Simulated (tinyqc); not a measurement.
Tight binding, dimerised chain, step by step. Computed by tinyqc, a small Python program that keeps every step. Settings: t1 = 0.51, t2 = 0.79, delta = 0, points = 12, cells = 4. Command: `OMP_NUM_THREADS=1 python tinyqc.py 27415 27416 out.jsonl` (the two numbers bound the seeds that draw the settings). One thread of a shared host (Intel(R) Xeon(R) Processor @ 2.60GHz), about 0.01 s of CPU time with the checks.

## Bloch Hamiltonian at k

Parameters chosen for this model:
```
parameter     value                      unit
t1         0.510000       eV, inside the cell
t2         0.790000         eV, between cells
delta             0  eV, +/- on the two sites
```

k point k (2 pi / a): 0.320000

H_AA = +delta, H_BB = -delta, H_AB = -t1 - t2 exp(-i k a).

H(k) at k (eV):
```
                     A                    B
A             0.000000  -0.173634+0.714813i
B  -0.173634-0.714813i             0.000000
```

## Levels at k

Diagonalise the Hermitian matrix.

eigenvalues (eV): -0.735600  0.735600

weights |c|^2 of the basis functions:
```
     band 1    band 2
A  0.500000  0.500000
B  0.500000  0.500000
```

## Bloch Hamiltonian at X

k point X (2 pi / a): 0.500000

As before.

H(k) at X (eV):
```
          A         B
A  0.000000  0.280000
B  0.280000  0.000000
```

## Levels at X

As before.

eigenvalues (eV): -0.280000  0.280000

weights |c|^2 of the basis functions:
```
     band 1    band 2
A  0.500000  0.500000
B  0.500000  0.500000
```

## Bands along a path

The same steps at evenly spaced points between the labelled ones.

Bands along the path (eV):
```
k            band 1    band 2
G         -1.300000  1.300000
G-X 0.20  -1.239397  1.239397
G-X 0.40  -1.064521  1.064521
G-X 0.60  -0.796991  0.796991
G-X 0.80  -0.481969  0.481969
X         -0.280000  0.280000
```

With 1 band(s) filled, the highest filled level on these points lies at X and the lowest empty one at X: a gap of 0.5600 eV, direct.

## Berry (Zak) phase of the lower band

On 12 points k_j = j/N: phase = -Im ln of the product of <u_j|u_(j+1)>, closed with u_N = u_0 (the cell-periodic part is taken without the site positions). Single arguments depend on the phases chosen for the u_j; only their sum modulo 2 pi does not.

Overlaps:
```
j   |<u_j|u_j+1>|  argument (rad)
0        0.987271       -0.159724
1        0.986593       -0.163934
2        0.984707       -0.175113
3        0.979393       -0.203361
4        0.957986        1.695165
5        0.837686        0.577763
6        0.837686        0.577763
7        0.957986        1.695165
8        0.979393       -0.203361
9        0.984707       -0.175113
10       0.986593       -0.163934
11       0.987271       -0.159724
```

phase / pi, folded into (-1, 1] = 1.000000

## Open chain of 4 cells

H of the open chain (eV), lower triangle:
```
           1          2          3          4          5          6          7         8
1   0.000000
2  -0.510000   0.000000
3   0.000000  -0.790000   0.000000
4   0.000000   0.000000  -0.510000   0.000000
5   0.000000   0.000000   0.000000  -0.790000   0.000000
6   0.000000   0.000000   0.000000   0.000000  -0.510000   0.000000
7   0.000000   0.000000   0.000000   0.000000   0.000000  -0.790000   0.000000
8   0.000000   0.000000   0.000000   0.000000   0.000000   0.000000  -0.510000  0.000000
```

The same hoppings without the wrap-around bond.

levels (eV): -1.221526  -0.995573  -0.649674  -0.085627  0.085627  0.649674  0.995573  1.221526

weights of the highest filled level on the sites: 0.321480  0.009062  0.126533  0.042925  0.042925  0.126533  0.009062  0.321480

The bulk gap runs from -0.2800 to 0.2800 eV; 2 level(s) of this chain lie inside it: end states, which need the weaker bond inside the cell and a chain longer than their decay length.
